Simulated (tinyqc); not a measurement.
Stark shift: graded (staircase) quantum well by finite differences.

Finite differences on points z_i at the centres of cells of width h: H_ii = (c/h^2)(1/m_(i-1/2) + 1/m_(i+1/2)) + V_i, H_(i,i+1) = -(c/h^2)/m_(i+1/2), where m_(i+1/2) is the mean of the masses at the two points (the end values are repeated outwards), psi = 0 on the points beyond both ends, c = hbar^2/2m0. The field adds e F (z - z0) with z0 the middle of the structure; 1 kV/cm = 1e-5 eV/angstrom.

Constants: hbar^2/2m0 = 3.80998211 eV angstrom^2.

Inputs chosen for the exercise (out of a larger set: near those of a non-polar GaN well in AlGaN; not measured data): layers = ((28, 0.735, 0.259), (7, 0.327, 0.2296), (7, 0.082, 0.2119), (7, 0, 0.206), (7, 0.082, 0.2119), (7, 0.327, 0.2296), (28, 0.735, 0.259)) (each layer: thickness in angstrom, band edge in eV, mass in m0); hf = 0.4375 angstrom (cell width of the fine grid); Fs = (0, 83.3, 167, 250, 333, 417, 500) kV/cm (fields).

Fine grid. Perturbation theory: dE1 = e F z_11 - beta (e F)^2 with beta = sum_j z_1j^2/(E_j - E_1) over the 13 next levels at zero field, z from z0.

Levels against field:

| F (kV/cm) | E1 (eV) | E2 (eV) | dE1 (meV) | second order (meV) | <z - z0> (angstrom) | E2 - E1 (meV) |
|---|---|---|---|---|---|---|
| 0 | 0.1747 | 0.5101 | 0.00 | 0.00 | 0.0 | 335.4 |
| 83.3 | 0.1746 | 0.5099 | -0.11 | -0.11 | -0.3 | 335.3 |
| 167 | 0.1743 | 0.5093 | -0.44 | -0.44 | -0.5 | 335.0 |
| 250 | 0.1737 | 0.5082 | -0.99 | -0.99 | -0.8 | 334.5 |
| 333 | 0.1730 | 0.5068 | -1.76 | -1.76 | -1.1 | 333.8 |
| 417 | 0.1720 | 0.5048 | -2.76 | -2.75 | -1.3 | 332.8 |
| 500 | 0.1708 | 0.5023 | -3.97 | -3.96 | -1.6 | 331.6 |

z_11 = 0.00 angstrom
beta = 158.4 angstrom^2/eV

At zero field the state is centred, so the shift starts as F^2; it turns linear only if the state is pulled to one side. At 500 kV/cm E1 has moved by -3.97 meV, where second order gives -3.96 meV; they differ by 0.2 % there. The electron moves by -1.6 angstrom, against the rise of the potential. E2 - E1 shrinks with the field; the ends are 335.4 and 331.6 meV.

Run: tinyqc, `OMP_NUM_THREADS=1 python tinyqc.py 1282536 1282537 out.jsonl`; Intel(R) Xeon(R) Processor @ 2.30GHz, one thread, shared host; about 0.01 s of CPU time with all checks.
